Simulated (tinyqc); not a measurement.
Cabrera-Mott growth of a thin oxide under its own electric field: one step, computed by the program tinyqc. Command: `OMP_NUM_THREADS=1 python tinyqc.py 3030879 3030880 out.jsonl cabrera walk`. One thread of a shared host (Intel(R) Xeon(R) Processor @ 2.30GHz), about 0.01 s of CPU time with the checks.

Electrons cross the film freely and set a fixed potential V across it; the field V/x lowers the barrier for ions entering the oxide.

Problem. Limiting thickness. Growth counts as stopped when u exp(X1/x) falls to 1e-5 angstrom/s: x_L = X1/ln(1e-5/u), defined while u is below that rate; the critical temperature is T_c = W/(k_B ln(u0/1e-5)).

Inputs (values chosen for the exercise, for a model metal): barrier W = 1.52 eV; prefactor u0 = N Omega nu = 1.9e+13 angstrom/s; temperature T = 250 K.

Backward hops: ignored.

u = 4.334133e-18 angstrom/s

X1 = 136.4691 angstrom

Constants: k_B = 8.617333262e-05 eV/K.

Give: limiting thickness x_L; critical temperature T_c.

Solution.

limiting thickness x_L = 4.794 angstrom

critical temperature T_c = 419.1 K
